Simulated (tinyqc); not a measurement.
Four-point probe, van der Pauw, Hall and spreading-resistance readings of a semiconductor layer: one step, computed by the program tinyqc.

The layer is uniform and ohmic; contacts are points unless a radius is given.

Task: Four-point voltage. Collinear probes with equal spacing on a layer with insulating backing: images at depth 2 m t give V = (rho I/(2 pi s)) G, G = 1 + 4 sum_(m>=1) [1/sqrt(1 + (2 m u)^2) - 1/sqrt(4 + (2 m u)^2)], u = t/s; the sum runs to m = 20000, with the tail 3/(32 u^3 M^2) added to the sum for M = 20000. Limits: thick, rho = 2 pi s V/I; thin on an insulator, rho = (pi/ln 2) t V/I.

Inputs (values chosen for the exercise, modelled on p-type silicon): layer thickness t = 430 micrometre; probe spacing s = 1 mm; current I = 0.1 mA.

Backing of the layer: insulating.

resistivity rho = 0.002657092 ohm cm

Give: t/s; G; voltage V; rho by the thick formula; rho by the thin formula.

Result:

t/s = 0.43

G = 3.227

voltage V = 0.001365 mV

rho by the thick formula = 0.008574 ohm cm

rho by the thin formula = 0.002659 ohm cm

The thick formula is off by +222.7 % and the thin one by +0.1 %.
